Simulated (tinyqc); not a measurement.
Donor or exciton in a quantum well (variational effective-mass method): one step, computed by the program tinyqc.

H = -nabla^2 - 2/|r - r_i| + V(z) in effective units; trial function psi = f(z) exp(-|r - r_i|/lambda), f the ground state of the well. Mass and screening are the same in well and barrier; l = L/a* is the width in effective units. Bands are flat: no polarisation or applied field.

Task: The subband. k solves k tan(k l/2) = sqrt(v - k^2), v = V_0/Ry*, 0 < k l/2 < pi/2 (bisection); f = cos(k z) inside and cos(k l/2) exp(-kappa (|z| - l/2)) outside, kappa = sqrt(v - k^2); subband energy k^2 Ry*.

Inputs (values chosen for the exercise, modelled on CdTe): barrier height V_0 = 0.42 eV.

Centre: donor. Barriers: finite.

l = 0.5413615

Ry* = 11.60032 meV

Give: k; subband energy; kappa.

Result:

k = 3.506 1/a*

subband energy = 142.6 meV

kappa = 4.891 1/a*
